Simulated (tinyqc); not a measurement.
From results back to parameters: two electrons on one impurity (helium-like model). Four cases, with inputs chosen for the exercise.

Problem. With equal orbitals the first electron is bound by Ha* Z^2/2 and the second by Ha* [(Z - 5/16)^2 - Z^2/2]. Both were computed from hidden Z and Ha*.

Case 1.

binding of the first and second electron (meV): 119.1375  50.4938

Case 2.

binding of the first and second electron (meV): 212.9879  116.7436

Case 3.

binding of the first and second electron (meV): 42.6304  20.1289

Case 4.

binding of the first and second electron (meV): 50.7779  7.8214

Find: (Z - 5/16)/Z; Z; Ha*.

Solution. The sum of the two over twice the first is ((Z - 5/16)/Z)^2.

Case 1.

(Z - 5/16)/Z = 0.8438
Z = 2.00
Ha* = 59.6 meV

Case 2.

(Z - 5/16)/Z = 0.8798
Z = 2.60
Ha* = 63.0 meV

Case 3.

(Z - 5/16)/Z = 0.8580
Z = 2.20
Ha* = 17.6 meV

Case 4.

(Z - 5/16)/Z = 0.7596
Z = 1.30
Ha* = 60.1 meV

Computed by tinyqc, one run a case: `OMP_NUM_THREADS=1 python tinyqc.py N N+1 out.jsonl` with N = 1252003, 1252112, 1252181, 1252277; one thread of a shared Intel(R) Xeon(R) Processor @ 2.30GHz, about 0.03 s a run at most.
